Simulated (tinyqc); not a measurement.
Born-von Karman spring model of a cubic crystal with one atom per cell: one step, computed by the program tinyqc. Command: `OMP_NUM_THREADS=1 python tinyqc.py 3018680 3018681 out.jsonl springs walk`. One thread of a shared host (Intel(R) Xeon(R) Processor @ 2.30GHz), about 0.2 s of CPU time with the checks.

First neighbours lie at a (1,0,0) (6 of them), second at a (1,1,0) (12), with all permutations and signs; the volume per atom is Omega = a^3.

Question. Dynamical matrix at q. A neighbour at R with unit vector n couples by the matrix K(R) = kL n n^T + kT (1 - n n^T), and D(q) = (1/M) sum_R K(R) [1 - cos(q.R)].

Inputs (values chosen for the exercise, for a model crystal): atomic mass M = 73.3 u; radial spring k1L = 2.39 eV/angstrom^2; transverse spring k1T = 0 eV/angstrom^2; radial spring k2L = 0.93 eV/angstrom^2; transverse spring k2T = 0 eV/angstrom^2.

Lattice: sc.

wave vector q (2 pi/a): [0.79, 0.01, 0.24]

Give: D(q).

Answer.

D(q) (eV/(angstrom^2 u)), rows x, y, z:
```
[[0.0931, -0.0015, -0.0245],
 [-0.0015, 0.0430, 0.0016],
 [-0.0245, 0.0016, 0.1099]]
```
